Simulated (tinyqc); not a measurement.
Worked calculation: plane-wave Kohn-Sham cycle with exchange-only LDA in a layered model solid. One step of it, computed by the program tinyqc.

Question. Iteration 2: potential. V_H(G) = 4 pi rho(G)/G^2 for G != 0 (uniform background); v_x = -(3 rho/pi)^(1/3); V = V_ext + V_H + v_x; Fourier components f(G_m) = (1/N) sum_j f(x_j) exp(-i G_m x_j).

A solid whose potential varies along x alone (atomic units):
```
parameter                      value
period a                   14.900000
cross-section of the cell  28.000000
electrons per cell                 2
grid points                       16
plane waves -n..n, n               2
k points                           2
V1 in V1 cos(2 pi x/a)     -0.720000
```

density after iteration 1 (e/bohr^3): [0.00718960, 0.00634040, 0.00469848, 0.00377283, 0.00390036, 0.00435465, 0.00461115, 0.00470758, 0.00474133, 0.00470758, 0.00461115, 0.00435465, 0.00390036, 0.00377283, 0.00469848, 0.00634040]

Give: Potentials on the grid; V(G_m), m = 0, 1, 2, ....

Answer.

Potentials on the grid (hartree):
```
x          V_ext       V_H      v_x        V
0.0000   -0.7200    0.0689  -0.1901  -0.8412
0.9313   -0.6652    0.0566  -0.1823  -0.7908
1.8625   -0.5091    0.0283  -0.1649  -0.6458
2.7938   -0.2755  2.72e-04  -0.1533  -0.4286
3.7250         0   -0.0176  -0.1550  -0.1726
4.6562    0.2755   -0.0261  -0.1608   0.0887
5.5875    0.5091   -0.0295  -0.1639   0.3157
6.5187    0.6652   -0.0308  -0.1650   0.4693
7.4500    0.7200   -0.0311  -0.1654   0.5234
8.3812    0.6652   -0.0308  -0.1650   0.4693
9.3125    0.5091   -0.0295  -0.1639   0.3157
10.2438   0.2755   -0.0261  -0.1608   0.0887
11.1750        0   -0.0176  -0.1550  -0.1726
12.1062  -0.2755  2.72e-04  -0.1533  -0.4286
13.0375  -0.5091    0.0283  -0.1649  -0.6458
13.9688  -0.6652    0.0566  -0.1823  -0.7908
```

V(G_m), m = 0, 1, 2, ... (hartree): [-0.1654, -0.3405, 0.0033, -0.0009, -0.0002]
